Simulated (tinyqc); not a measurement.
From results to parameters: two-site tight-binding chain. Computed by the program tinyqc.

Problem. A two-site chain has site energies +delta (A) and -delta (B) and hoppings t1 > t2 > 0, so E = +/- sqrt(delta^2 + |t1 + t2 exp(-ika)|^2). Find delta, t1 and t2.

upper band at k = 0 = 1.637834 eV
upper band at the zone edge = 0.939415 eV
weight of the upper band on site A at the zone edge = 0.952409

Solution. The weight on A is (1 + delta/E)/2, which gives delta; then t1 + t2 = sqrt(E(0)^2 - delta^2) and t1 - t2 = sqrt(E(edge)^2 - delta^2).

delta, t1, t2 (eV): 0.850  0.900  0.500
